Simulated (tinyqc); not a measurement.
# Changing the grain size d

Model: grain-boundary diffusion: Harrison regimes, Fisher and Le Claire analysis, Hart average. Computed by tinyqc, a small Python program. Command: `OMP_NUM_THREADS=1 python tinyqc.py 3020205 3020206 out.jsonl gbdiff sweep`. One thread of a shared host (Intel(R) Xeon(R) Processor @ 2.30GHz), about 0.01 s of CPU time with the checks.

A boundary is a slab of width delta with diffusivity D_b, normal to a surface held at constant concentration; it leaks into grains of diffusivity D.

Inputs (values chosen for the exercise, for a model polycrystal):

| quantity | value | unit |
|---|---|---|
| lattice prefactor D0 | 0.00014 | m^2/s |
| lattice activation energy E | 3.51 | eV |
| boundary prefactor D0b | 4.5e-06 | m^2/s |
| boundary activation energy E_b | 1.88 | eV |
| boundary width delta | 0.6 | nm |
| segregation factor s | 10 | - |
| temperature T | 1510 | K |
| time t | 250000 | s |

Constants: k_B = 8.617333262e-05 eV/K.

Method:
- D = D0 exp(-E/(k_B T)), D_b = D0b exp(-E_b/(k_B T)).
- Triple product P = s delta D_b.
- Hart average for parallel slabs: f = delta/d, D_eff = (s f D_b + (1 - f) D)/(1 - f + s f); share of the boundaries = s f D_b/(s f D_b + (1 - f) D); depth sqrt(D_eff t).

One run for each value:

| grain size d (um) | D_eff (m^2/s) | share of the boundaries | depth sqrt(D_eff t) (um) |
|---|---|---|---|
| 0.01 | 9.316e-13 | 0.9998 | 482.6 |
| 0.036 | 3.467e-13 | 0.9993 | 294.4 |
| 0.13 | 1.062e-13 | 0.9976 | 162.9 |
| 0.48 | 2.982e-14 | 0.9911 | 86.3 |
| 1.7 | 8.680e-15 | 0.9690 | 46.6 |
| 6.3 | 2.544e-15 | 0.8940 | 25.2 |
| 23 | 8.933e-16 | 0.6980 | 14.9 |
| 83 | 4.427e-16 | 0.3904 | 10.5 |
| 300 | 3.177e-16 | 0.1505 | 8.9 |

Describe the trends.

Over the rows, D_eff (m^2/s) falls from 9.32e-13 to 3.18e-16 (exponent d ln y / d ln x -0.77 between the first rows and -0.26 between the last); share of the boundaries falls from 1.000 to 0.151 (exponent d ln y / d ln x -3.8e-4 between the first rows and -0.74 between the last); depth sqrt(D_eff t) (um) falls from 483 to 8.91 (exponent d ln y / d ln x -0.39 between the first rows and -0.13 between the last).

Caution (rows 6.30, 23.0, 83.0, 300): outside regime A (which needs sqrt(D t) above about 3 d) the Hart average and its depth are formal: they describe a profile only in regime A or at steady state.
